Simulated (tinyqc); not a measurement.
Inside a calculation. Model: avalanche multiplication and breakdown of a junction from ionisation integrals. Computed by tinyqc, a small Python program that keeps every step. Command: `OMP_NUM_THREADS=1 python tinyqc.py 3014091 3014092 out.jsonl impact walk`. One thread of a shared host (Intel(R) Xeon(R) Processor @ 2.30GHz), about 0.01 s of CPU time with the checks. Intermediate numbers are printed to about 6 digits and carried at full precision; extremes and crossings named in words are read from the listed rows.

Ionisation coefficients follow the local field. Position x runs through the depletion layer from the p side (x = 0), where electrons enter, to the n side (x = w), where holes enter. The built-in voltage is neglected.

Inputs (values chosen for the exercise, modelled on germanium):

| quantity | value | unit |
|---|---|---|
| electron prefactor a_n | 1.44e+07 | 1/cm |
| electron field b_n | 1.58e+06 | V/cm |
| hole prefactor a_p | 1.09e+07 | 1/cm |
| hole field b_p | 1.31e+06 | V/cm |
| exponent c | 1 | - |
| permittivity eps | 16 | - |
| drift-layer mobility mu | 4100 | cm^2/(V s) |
| doping N of the lightly doped side | 1.1e+14 | 1/cm^3 |
| bias as a fraction of the breakdown voltage | 0.64 | - |

Junction: one-sided abrupt p+n.

Constants: e = 1.602176634e-19 C; eps_0 = 8.8541878128e-12 F/m.

## Breakdown

alpha_n = a_n exp(-(b_n/F)^c), alpha_p = a_p exp(-(b_p/F)^c). Field F = F_m (1 - s), w = eps eps_0 F_m/(e N), V = F_m w/2, with s = x/w (the peak lies at the p+ side). With Phi(x) = int_0^x (alpha_n - alpha_p) dx': 1 - 1/M_n = I_n = int_0^w alpha_n exp(-Phi) dx and M_p = M_n exp(-Phi(w)); trapezoid rule on 401 even points; breakdown at I_n = 1. Solve I_n(F_m) = 1.

critical field F_m = 0.150998 MV/cm

width at breakdown = 121.377 micrometre

breakdown voltage = 916.382 V

## Coefficients at the critical field

The formulas are those given above.

alpha_n = 411.171 1/cm

alpha_p = 1860.59 1/cm

ratio k = alpha_p/alpha_n = 4.52510

shorter ionisation length = 5.37464 micrometre

Holes ionise more readily at the peak field.

## Field and integrand below breakdown

Bias V = fraction times the breakdown voltage.

peak field = 0.120798 MV/cm

Every 50th point:

| x (micrometre) | F (MV/cm) | alpha_n (1/cm) | alpha_p (1/cm) | Phi | I_n up to x |
|---|---|---|---|---|---|
| 0.0000 | 0.120798 | 3.00564e+01 | 2.12670e+02 | 0.000000 | 0.0000000 |
| 12.1377 | 0.105698 | 4.63925e+00 | 4.51741e+01 | -0.118463 | 0.0181691 |
| 24.2754 | 0.090599 | 3.84115e-01 | 5.72532e+00 | -0.140617 | 0.0206674 |
| 36.4131 | 0.075499 | 1.17404e-02 | 3.17596e-01 | -0.142926 | 0.0208304 |
| 48.5508 | 0.060399 | 6.27352e-05 | 4.14941e-03 | -0.143022 | 0.0208340 |
| 60.6885 | 0.045299 | 1.02462e-08 | 3.00728e-06 | -0.143023 | 0.0208340 |
| 72.8262 | 0.030200 | 2.73313e-16 | 1.57960e-12 | -0.143023 | 0.0208340 |
| 84.9639 | 0.015100 | 5.18750e-39 | 2.28911e-31 | -0.143023 | 0.0208340 |
| 97.1015 | 0.000000 | 0 | 0 | -0.143023 | 0.0208340 |

## Multiplication and noise

M_n = 1/(1 - I_n), M_p = M_n exp(-Phi(w)); McIntyre excess noise for the carrier with the larger M, F_x = k M + (1 - k)(2 - 1/M), with k = (smaller M - 1)/(larger M - 1).

M_n = 1.02128

M_p = 1.17831

effective k = 0.119331

excess noise factor = 1.15454

Injecting holes gives the larger gain and, at equal gain, the lower noise.

## On-resistance of the drift layer

R_on = w/(e mu N) with w the width at breakdown; figure of merit V_B^2/R_on; for a triangular field it equals eps eps_0 mu F_m^3/4.

specific on-resistance = 167.977 milliohm cm^2

V_B^2/R_on = 4.99924 MW/cm^2

eps eps_0 mu F_m^3/4 = 4.99924 MW/cm^2

## Gain against bias and Miller's formula

Miller's exponent n is defined by 1 - 1/M = (V/V_B)^n for the larger M.

Gain:

| V/V_B | V (V) | F_m (MV/cm) | M_n | M_p | Miller exponent n |
|---|---|---|---|---|---|
| 0.50 | 458.191 | 0.106772 | 1.00282 | 1.0316 | 5.02970 |
| 0.60 | 549.829 | 0.116962 | 1.01265 | 1.1139 | 4.46417 |
| 0.70 | 641.468 | 0.126334 | 1.04405 | 1.3359 | 3.87087 |
| 0.80 | 733.106 | 0.135057 | 1.14036 | 1.9422 | 3.24162 |
| 0.90 | 824.744 | 0.143249 | 1.52096 | 4.1804 | 2.59488 |
| 0.95 | 870.563 | 0.147174 | 2.37048 | 9.0677 | 2.27809 |
| 0.98 | 898.055 | 0.149480 | 5.00386 | 24.1388 | 2.09425 |
| 0.99 | 907.219 | 0.150241 | 9.42376 | 49.4101 | 2.03440 |

The larger gain passes 2 between 0.800 and 0.900 of V_B and reaches 49.4 at 0.99. Miller's exponent runs from 2.0 to 5.0, so it is not a constant: a fit holds over a narrow range only. From the first row to the last the voltage grows by a factor 1.98 and the peak field by 1.41.

Checks made by the program: the hole form of the condition, int alpha_p exp(Phi(w) - Phi) dx = 1 (relative difference 6e-05).
